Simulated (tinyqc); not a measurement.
Finite-difference solution of the diffusion equation on a small grid: one step, computed by the program tinyqc. Command: `OMP_NUM_THREADS=1 python tinyqc.py 3016188 3016189 out.jsonl fdiff walk`. One thread of a shared host (Intel(R) Xeon(R) Processor @ 2.30GHz), about 0.01 s of CPU time with the checks.

dC/dt = D d2C/dx2 on nodes x_j = j dx, j = 0..8; the far end is sealed.

Problem. Amplification factors. The mode of M with eigenvalue mu has its amplitude multiplied per step by g = (1 + (1 - theta) r mu)/(1 - theta r mu), with theta = 0 explicit, 1 implicit, 1/2 Crank-Nicolson; the explicit scheme is stable for r up to 2/|mu_min|.

Boundary at x = 0: sealed surface. Scheme: explicit.

operator M:
```
    0   1   2   3   4   5   6   7
0  -2   2   0   0   0   0   0   0
1   1  -2   1   0   0   0   0   0
2   0   1  -2   1   0   0   0   0
3   0   0   1  -2   1   0   0   0
4   0   0   0   1  -2   1   0   0
5   0   0   0   0   1  -2   1   0
6   0   0   0   0   0   1  -2   1
7   0   0   0   0   0   0   1  -2
8   0   0   0   0   0   0   0   2

    8
0   0
1   0
2   0
3   0
4   0
5   0
6   0
7   1
8  -2
```

mesh ratio r = 0.3456

Give: eigenvalues mu of M; factors g; largest stable r of the explicit scheme.

Solution.

eigenvalues mu of M: -4.0000  -3.8478  -3.4142  -2.7654  -2.0000  -1.2346  -0.5858  -0.1522  0.0000

factors g: -0.3824  -0.3298  -0.1800  0.0443  0.3088  0.5733  0.7976  0.9474  1.0000

largest stable r of the explicit scheme = 0.5

The smallest factor is -0.382: the shortest waves flip sign at each step while they decay.
